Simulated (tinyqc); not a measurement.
Rates against energy: scattering rates of a carrier in a spherical band by Fermi's golden rule. Computed by tinyqc, a small Python program. Command: `OMP_NUM_THREADS=1 python tinyqc.py 3015746 3015747 out.jsonl scatter walk`. One thread of a shared host (Intel(R) Xeon(R) Processor @ 2.30GHz), about 0.01 s of CPU time with the checks.

All processes here are isotropic or elastic, and the rate listed is the momentum relaxation rate.

Inputs (values chosen for the exercise, modelled on holes in germanium): density-of-states mass of one valley m = 0.298 m_0; static permittivity eps_s = 16; density rho = 5323 kg/m^3; sound velocity v_l = 5250 m/s; acoustic deformation potential D_A = 4.7 eV; phonon energy hbar w = 37.6 meV; optical or intervalley deformation potential D_o = 7.6 1e8 eV/cm; final valleys Z_f = 1; ionised impurity density N_I = 1.5e+15 1/cm^3; temperature T = 350 K; alloy fraction x = 0.25; alloy potential U = 0.72 eV; lattice constant a = 5.41 angstrom.

Crystal: non-polar. Band: parabolic. Impurity formula: Brooks-Herring. Further scattering: alloy.

Constants: k_B = 1.380649e-23 J/K; e = 1.602176634e-19 C; hbar = 1.054571817e-34 J s; m_0 = 9.1093837015e-31 kg; hbar = 6.582119569e-16 eV s; k_B = 8.617333262e-05 eV/K; eps_0 = 8.8541878128e-12 F/m.

Method:
- Parabolic band: E = hbar^2 k^2/(2 m), speed v = hbar k/m, states per spin, volume and energy g(E) = m k/(2 pi^2 hbar^2). Masses are multiplied by m_0 and all formulas are in SI units.
- Phonon occupation N_q = 1/(exp(hbar w/(k_B T)) - 1).
- Acoustic deformation potential (elastic, equipartition, absorption and emission together): 1/tau = 2 pi k_B T D_A^2 g(E)/(hbar rho v_l^2).
- Optical or intervalley deformation potential: 1/tau = (pi Z_f D_o^2/(rho w)) [N_q g(E + hbar w) + (N_q + 1) g(E - hbar w)], with g = 0 below the band edge.
- Singly charged impurities, momentum relaxation: 1/tau = N_I e^4 m (1 + 2 alpha E) Phi/(8 pi (eps_s eps_0)^2 hbar^3 k^3), with alpha = 0 for a parabolic band.
- Brooks-Herring: Phi = ln(1 + b) - b/(1 + b), b = 4 k^2 L_s^2.
- Debye screening by free carriers of density N_I: L_s = sqrt(eps_s eps_0 k_B T/(e^2 N_I)).
- Alloy disorder: 1/tau = (2 pi/hbar) Omega x (1 - x) U^2 g(E), Omega = a^3/4 (other conventions for Omega rescale U).

Momentum relaxation rates (1e12/s) and the total time:
```
E (meV)  acoustic  optical absorption  optical emission  ionised impurity   alloy  tau_m (fs)
3.8        0.2372              0.4349            0.0000        5.8926e-01   1.255      397.47
9.4        0.3731              0.4634            0.0000        1.7205e-01   1.973      335.39
19.0       0.5304              0.5085            0.0000        6.5441e-02   2.805      255.78
34.0       0.7096              0.5719            0.0000        2.9262e-02   3.753      197.50
41.0       0.7792              0.5992            0.4335        2.2565e-02   4.121      167.92
56.0       0.9107              0.6539            1.0085        1.4624e-02   4.816      135.07
83.0       1.1087              0.7422            1.5842        8.4457e-03   5.863      107.45
130.0      1.3875              0.8750            2.2601        4.5071e-03   7.338       84.28
230.0      1.8456              1.1056            3.2613        2.0225e-03   9.760       62.60
380.0      2.3722              1.3812            4.3506        9.9680e-04  12.545       48.43
```

The largest rate is alloy from 3.80 to 380 meV. Crossing hbar w = 37.6 meV opens emission: tau_m goes from 197 to 168 fs between the two rows around it. The impurity rate goes between the last rows as E^-1.41, against the E^(-3/2) of unscreened Rutherford scattering; the acoustic rate follows g(E) and grows by a factor 10.0 over the table.

Extremes, crossings and ranges named in words are read from the listed rows.
